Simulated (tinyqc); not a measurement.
# Via and link resistance from two via chains

Inverse problem. A chain of 5000 vias joined by 5000 metal links has R = 5000 (Rv + Rlink), with Rlink proportional to the link length. Find Rv, Rlink for length L, and the value of Rv that the short chain would give if the links were ignored.

resistance of chains of 5000 links with link lengths L and 3 L (ohm): [1.5e5, 3.4e5]

Answer. R per link is a straight line in the link length; its intercept at zero length is Rv.

Rv = 11.0 ohm
Rlink = 19.0 ohm
Rv without correction = 30.0 ohm

Numbers from tinyqc (`OMP_NUM_THREADS=1 python tinyqc.py 2750014 2750015 out.jsonl`; about 0.01 s on one thread of a shared Intel Xeon 2.30GHz).
